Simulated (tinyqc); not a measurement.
Fermi level and growth conditions: formation energy of a charged point defect from supercell energies. Computed by tinyqc, a small Python program. Command: `OMP_NUM_THREADS=1 python tinyqc.py 3002477 3002478 out.jsonl formation walk`. One thread of a shared host (Intel(R) Xeon(R) Processor @ 2.30GHz), about 0.01 s of CPU time with the checks.

The host is a compound AB. Making the defect adds n_A = 1, n_B = -1 atoms to the cell. All total energies are inputs. E_F is counted from the valence-band maximum (VBM); x = 0 is A-rich and x = 1 B-rich growth.

Inputs (values chosen for the exercise, with gap and screening modelled on ZnO):
```
quantity                      value      unit
gap E_g                        3.39        eV
E_VBM of the host cell        5.103        eV
potential alignment dV         0.12        eV
dielectric constant eps        8.47         -
cell length L                  11.3  angstrom
mu_A of the pure element     -5.582        eV
mu_B of the pure element     -7.472        eV
formation enthalpy dH of AB   -1.63        eV
growth condition x             0.95         -
```

Defect: A on a B site. Supercell lattice: bcc.

charge states q: 1  0  -1  -2

E(defect, q) - E(host), in the order of q (eV): -1.431  4.572  9.975  15.856

Constants: e^2/(4 pi eps_0) = 14.39964548 eV angstrom.

Method:
- dmu_A = x dH and dmu_B = (1 - x) dH, so that dmu_A + dmu_B = dH; mu = mu(element) + dmu.
- The reservoir term is sum n_i mu_i.
- Image-charge correction of a point charge in a neutralising background: E_corr = q^2 alpha e^2/(4 pi eps_0) / (2 eps L), alpha = 2.888462 for a bcc array with L the cube root of the volume.
- E_f(q, E_F) = [E(defect, q) - E(host)] - sum n_i mu_i + q (E_VBM + dV + E_F) + E_corr(q).
- Each entry is the lowest E_f over q.

E_f(q, 0) (eV): (q=+1) 3.58628, (q=0) 4.14900, (q=-1) 4.54628, (q=-2) 5.85613

sum n_i mu_i = 0.423 eV

Lowest formation energy (eV):
```
E_F (eV)  stable q  A-rich, x = 0  x = 0.5  B-rich, x = 1
0.000           +1         0.4893   2.1193         3.7493
0.424           +1         0.9133   2.5433         4.1733
0.848           -1         0.6013   2.2313         3.8613
1.271           -1         0.1783   1.8083         3.4383
1.695           -2        -0.6309   0.9991         2.6291
2.119           -2        -1.4789   0.1511         1.7811
2.542           -2        -2.3249  -0.6949         0.9351
2.966           -2        -3.1729  -1.5429         0.0871
3.390           -2        -4.0209  -2.3909        -0.7609
```

Going from A-rich to B-rich growth shifts every line by +3.260 eV and moves no transition level. The slope of the envelope is the stable charge, so E_f is highest at E_F = 0.424 eV of those listed, and it falls on both sides: the defect is amphoteric and compensates either doping. Under A-rich growth E_f turns negative for part of the gap, so in equilibrium E_F cannot enter that part. Under B-rich growth E_f turns negative for part of the gap, so in equilibrium E_F cannot enter that part. Caution: the largest image-charge correction in these energies, q^2 alpha e^2/(8 pi eps_0 eps L) with alpha = 2.888462, exceeds a quarter of the gap; the point-charge term alone is then a rough estimate, usually too large for a charge that is spread out.

Extremes, crossings and ranges named in words are read from the listed rows.
